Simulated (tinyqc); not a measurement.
Worked calculation: Pariser-Parr-Pople SCF with singles CI, for the molecule C=Cc1cccc(Cl)c1 (SMILES; centres numbered as the heavy atoms are written). Computed by tinyqc, a small Python program that keeps every step. Settings: charge = 0, gamma = MN, start = huckel, damping = 0.3, iteration cap = 63, excitations kept = 6. Command: `OMP_NUM_THREADS=1 python tinyqc.py 29564 29565 out.jsonl` (the two numbers bound the seeds that draw the settings). One thread of a shared host (Intel(R) Xeon(R) Processor @ 2.60GHz), about 0.02 s of CPU time with the checks. Later iterations appear only in the table of the cycle.

## PPP integrals

Centres (angstrom, eV; a flat drawing with bonds scaled to 1.40 angstrom):

| centre | x | y | core charge z | W | gamma_rr |
|---|---|---|---|---|---|
| 1C | 2.878000 | -1.051000 | 1 | 11.160000 | 11.130000 |
| 2C | 2.281000 | 0.216000 | 1 | 11.160000 | 11.130000 |
| 3C | 0.886000 | 0.332000 | 1 | 11.160000 | 11.130000 |
| 4C | 0.289000 | 1.598000 | 1 | 11.160000 | 11.130000 |
| 5C | -1.106000 | 1.714000 | 1 | 11.160000 | 11.130000 |
| 6C | -1.904000 | 0.564000 | 1 | 11.160000 | 11.130000 |
| 7C | -1.307000 | -0.702000 | 1 | 11.160000 | 11.130000 |
| 8Cl | -2.105000 | -1.852000 | 2 | 26.000000 | 13.000000 |
| 9C | 0.088000 | -0.818000 | 1 | 11.160000 | 11.130000 |

Resonance integrals (eV):

| i | j | beta |
|---|---|---|
| 1 | 2 | -2.350000 |
| 2 | 3 | -2.350000 |
| 3 | 4 | -2.350000 |
| 4 | 5 | -2.350000 |
| 5 | 6 | -2.350000 |
| 6 | 7 | -2.350000 |
| 7 | 8 | -1.560000 |
| 7 | 9 | -2.350000 |
| 9 | 3 | -2.350000 |

Mataga-Nishimoto: gamma = 14.399645/(R + a), a = 2 x 14.399645/(gamma_rr + gamma_ss); H_rr = -W_r - sum_(s != r) z_s gamma_rs; H_rs = beta for bonds.

repulsion gamma_rs (eV), lower triangle:
```
            1C         2C         3C         4C         5C         6C         7C        8Cl
1C   11.130000
2C    5.344336  11.130000
3C    3.872127   5.345907  11.130000
4C    2.881175   3.872720   5.346131  11.130000
5C    2.343978   2.881514   3.872720   5.345907  11.130000
6C    2.270836   2.621352   3.517773   3.872631   5.346032  11.130000
7C    2.621313   2.881460   3.872631   3.517882   3.872834   5.346131  11.130000
8Cl   2.307460   2.383025   2.940498   2.670181   2.940626   3.980164   5.552726  13.000000
9C    3.517702   3.872631   5.346032   3.872834   3.517967   3.872720   5.345907   3.979949

           9C
9C  11.130000
```

core matrix H (eV), lower triangle:
```
             1C          2C          3C          4C          5C          6C          7C         8Cl
1C   -38.626387
2C    -2.350000  -42.745970
3C     0.000000   -2.350000  -48.214316
4C     0.000000    0.000000   -2.350000  -45.209642
5C     0.000000    0.000000    0.000000   -2.350000  -44.222205
6C     0.000000    0.000000    0.000000    0.000000   -2.350000  -45.967804
7C     0.000000    0.000000    0.000000    0.000000    0.000000   -2.350000  -49.723608
8Cl    0.000000    0.000000    0.000000    0.000000    0.000000    0.000000   -1.560000  -52.754629
9C     0.000000    0.000000   -2.350000    0.000000    0.000000    0.000000   -2.350000    0.000000

            9C
9C  -48.465691
```

## Starting guess

pi electrons, sum of z_r less the charge = 10

Orbitals of the Hueckel matrix of the beta values.

P at the start, lower triangle:
```
            1C         2C         3C         4C         5C         6C        7C        8Cl
1C    1.000000
2C    0.912125   1.000000
3C    0.000000   0.404616   1.000000
4C   -0.239677   0.000000   0.594286   1.082801
5C    0.000000  -0.050007   0.000000   0.661158   1.000000
6C    0.189670   0.000000  -0.282252  -0.082801   0.679880   1.082801
7C    0.000000  -0.042575   0.000000  -0.263529   0.000000   0.582512  1.000000
8Cl   0.053609   0.000000  -0.081872   0.249466  -0.093067  -0.249466  0.479756   1.751596
9C   -0.267832   0.000000   0.629873  -0.082801  -0.299117   0.082801  0.599377  -0.249466

          9C
9C  1.082801
```

## Iteration 1: Fock matrix

F_rr = H_rr + P_rr gamma_rr / 2 + sum_(s != r) P_ss gamma_rs; F_rs = H_rs - P_rs gamma_rs / 2; E = tr P (H + F) / 2 + core repulsion sum_(r<s) z_r z_s gamma_rs.

F (eV), lower triangle:
```
            1C         2C         3C         4C         5C         6C         7C         8Cl
1C   -5.450318
2C   -4.787352  -5.328576
3C    0.000000  -3.431520  -5.148829
4C    0.345275   0.000000  -3.938566  -5.156159
5C    0.000000   0.072048   0.000000  -4.117244  -5.148864
6C   -0.215355   0.000000   0.496449   0.160330  -4.167331  -5.481574
7C    0.000000   0.061339   0.000000   0.463533   0.000000  -3.907094  -5.797719
8Cl  -0.061850   0.000000   0.120372  -0.333059   0.136838   0.496457  -2.891977  -13.734424
9C    0.471077   0.000000  -4.033662   0.160338   0.526141  -0.160333  -3.952108    0.496431

           9C
9C  -5.481503
```

pi energy = -140.006414 eV

## Iteration 1: orbitals and new P

Diagonalise F (the basis is taken as orthonormal) and form P = 2 sum c c over the lowest orbitals; 0.3 of the old P is kept.

orbital energies (eV): -14.912990  -12.975488  -11.178551  -9.764780  -9.052787  -1.560184  -0.664976  0.636857  2.744932

P after iteration 1, lower triangle:
```
            1C         2C         3C         4C         5C         6C        7C        8Cl
1C    1.010649
2C    0.921984   0.993301
3C   -0.002617   0.382476   0.995352
4C   -0.230983   0.005109   0.607715   1.035668
5C   -0.003002  -0.044799   0.007213   0.669964   0.995476
6C    0.179179  -0.003230  -0.296244  -0.043439   0.670701   1.051927
7C   -0.001519  -0.034669   0.002545  -0.301301   0.002890   0.620299  0.992606
8Cl   0.026198   0.002628  -0.043787   0.161506  -0.049152  -0.186956  0.332140   1.874167
9C   -0.251099   0.004797   0.627373  -0.046531  -0.309521   0.041358  0.633820  -0.187840

          9C
9C  1.050854
```

## Iteration 2: Fock matrix

As before.

F (eV), lower triangle:
```
            1C         2C         3C         4C         5C         6C         7C         8Cl
1C   -5.510305
2C   -4.813695  -5.463229
3C    0.005067  -3.372341  -5.386388
4C    0.332751  -0.009894  -3.974462  -5.404766
5C    0.003518   0.064545  -0.013968  -4.140781  -5.383997
6C   -0.203443   0.004234   0.521059   0.084112  -4.142796  -5.545234
7C    0.001991   0.049949  -0.004928   0.529970  -0.005596  -4.008099  -5.686828
8Cl  -0.030226  -0.003131   0.064378  -0.215625   0.072269   0.372057  -2.482142  -13.373021
9C    0.441646  -0.009289  -4.026978   0.090103   0.544442  -0.080084  -4.044172    0.373798

           9C
9C  -5.542345
```

pi energy = -140.644140 eV

## Iteration 2: orbitals and new P

As before.

orbital energies (eV): -14.460216  -13.095738  -11.302102  -9.934666  -9.215309  -1.658286  -0.717159  0.519504  2.567858

P after iteration 2, lower triangle:
```
            1C         2C         3C         4C         5C         6C        7C        8Cl
1C    1.008213
2C    0.927629   0.995316
3C   -0.002730   0.369454   0.995969
4C   -0.224900   0.004554   0.614212   1.020269
5C   -0.002384  -0.042079   0.005970   0.673587   0.995646
6C    0.172786  -0.002948  -0.303144  -0.027571   0.666257   1.035777
7C   -0.001936  -0.030931   0.003675  -0.314758   0.004166   0.637056  0.988556
8Cl   0.014425   0.003852  -0.027314   0.118956  -0.030345  -0.153294  0.259973   1.925371
9C   -0.241754   0.003951   0.626892  -0.030662  -0.314853   0.026808  0.648463  -0.154577

          9C
9C  1.034884
```

## Convergence

Stop when output and input P, before any damping, agree to 1e-7.

Course of the cycle:

| iteration | E (eV) | largest \|P(out) - P(in)\| |
|---|---|---|
| 1 | -140.00641391 | 2.11e-01 |
| 2 | -140.64413956 | 1.03e-01 |
| 3 | -140.90030758 | 5.22e-02 |
| 4 | -140.99464466 | 2.70e-02 |
| 5 | -141.02778396 | 1.41e-02 |
| 6 | -141.03908560 | 7.43e-03 |
| 7 | -141.04286231 | 3.93e-03 |
| 8 | -141.04410586 | 2.08e-03 |
| 9 | -141.04451075 | 1.11e-03 |
| 10 | -141.04464142 | 5.88e-04 |
| 11 | -141.04468331 | 3.13e-04 |
| ... | ... | ... |
| 15 | -141.04470265 | 2.51e-05 |
| 16 | -141.04470278 | 1.33e-05 |
| 17 | -141.04470282 | 7.10e-06 |
| 18 | -141.04470284 | 3.78e-06 |
| 19 | -141.04470284 | 2.01e-06 |
| 20 | -141.04470284 | 1.07e-06 |
| 21 | -141.04470284 | 6.13e-07 |
| 22 | -141.04470284 | 3.56e-07 |
| 23 | -141.04470284 | 2.07e-07 |
| 24 | -141.04470284 | 1.20e-07 |
| 25 | -141.04470284 | 6.94e-08 |

Converged in 25 iterations.

## Converged orbitals

Charges are z - P_rr.

orbital energies (eV): -14.177076  -13.094400  -11.389053  -10.050963  -9.343757  -1.726930  -0.760648  0.436857  2.463712

coefficients:
```
          MO1        MO2        MO3        MO4        MO5        MO6        MO7        MO8
1C   0.055010  -0.176290   0.403022  -0.103110   0.542058   0.559705  -0.011870  -0.405868
2C   0.122549  -0.313944   0.498204  -0.077999   0.362722  -0.382873   0.021215   0.521986
3C   0.247160  -0.465563   0.279177   0.044141  -0.376236  -0.375575  -0.010495  -0.343419
4C   0.184364  -0.380213  -0.093454  -0.437958  -0.354962   0.301584  -0.497057   0.024235
5C   0.192386  -0.277032  -0.411134  -0.452101   0.109648   0.149104   0.514645   0.311572
6C   0.261435  -0.161387  -0.478449   0.018648   0.431315  -0.404831  -0.025877  -0.470679
7C   0.424246  -0.039756  -0.233780   0.463822   0.205042   0.153870  -0.489845   0.349048
8Cl  0.721305   0.581339   0.221917  -0.258514  -0.094262  -0.032808   0.095527  -0.061526
9C   0.285045  -0.258305   0.029098   0.550296  -0.240979   0.311861   0.487473  -0.006403

           MO9
1C    0.144466
2C   -0.284693
3C    0.491547
4C   -0.395353
5C    0.341500
6C   -0.322824
7C    0.348063
8Cl  -0.053065
9C   -0.394152
```

pi charges: 1C -0.001981, 2C 0.001123, 3C 0.001442, 4C -0.010181, 5C 0.001583, 6C -0.019377, 7C 0.013215, 8Cl 0.033606, 9C -0.019432

## Singles CI, singlets

Over the 6 single excitations with the smallest orbital gaps: A = (e_a - e_i) delta + 2 (ia|jb) - (ij|ab), with (pq|rs) = sum c_mp c_mq gamma_mn c_nr c_ns. f = 2/3 w |mu|^2 in atomic units, mu = sqrt2 sum c_ia sum_m c_mi c_ma R_m.

singlet CI matrix (eV), lower triangle:
```
           5>6        4>6        5>7        4>7        3>6       5>8
5>6   4.927885
4>6   0.051384   5.160246
5>7  -0.141254  -0.643075   5.393769
4>7   0.170094   0.056633   0.014526   6.365572
3>6   0.047596   0.003783  -0.207358  -0.259954   6.753837
5>8  -0.053452  -0.040917   0.060465   0.279507  -0.363991  6.823572
```

singlet excitation energies (eV): 4.604638  4.895913  5.892631  6.266608  6.437471  7.327619

oscillator strengths: 0.016988  0.727467  0.484756  0.659413  0.061647  0.446596

## Singles CI, triplets

Over the 6 single excitations with the smallest orbital gaps: A = (e_a - e_i) delta - (ij|ab), with (pq|rs) = sum c_mp c_mq gamma_mn c_nr c_ns.

triplet CI matrix (eV), lower triangle:
```
           5>6        4>6        5>7        4>7       3>6       5>8
5>6   2.536114
4>6   0.212238   4.142315
5>7   0.056342   0.310525   4.357043
4>7   0.310525  -0.127584  -0.211052   3.548086
3>6  -0.489860   0.062238   0.075478  -0.065848  4.917675
5>8   0.334722  -0.299874   0.003272   0.114912  1.473161  4.918069
```

triplet excitation energies (eV): 2.158871  3.370150  3.839623  3.972227  4.670062  6.408369
